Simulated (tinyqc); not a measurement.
Inside a calculation. Method: tight binding, kagome lattice. One step of it, computed by the program tinyqc.

Task: Bloch Hamiltonian at k. H_AB = -t1 - t2 exp(-i k.a1), H_AC = -t1 - t2 exp(-i k.a2), H_BC = -t1 - t2 exp(i k.(a1 - a2)), H_CC = delta.

Parameters chosen for this model:

| parameter | value | unit |
|---|---|---|
| t1 | 1.400000 | eV, up triangles |
| t2 | 1.400000 | eV, down triangles |
| delta | 0.080000 | eV on site C |

k point k (fractions of the reciprocal vectors): -0.360000  -0.110000

Give: H(k) at k.

Result:

H(k) at k (eV), lower triangle (Hermitian):
```
               A              B      C
A          0.000
B  -0.508+1.079i          0.000
C  -2.479+0.892i  -1.400-1.400i  0.080
```
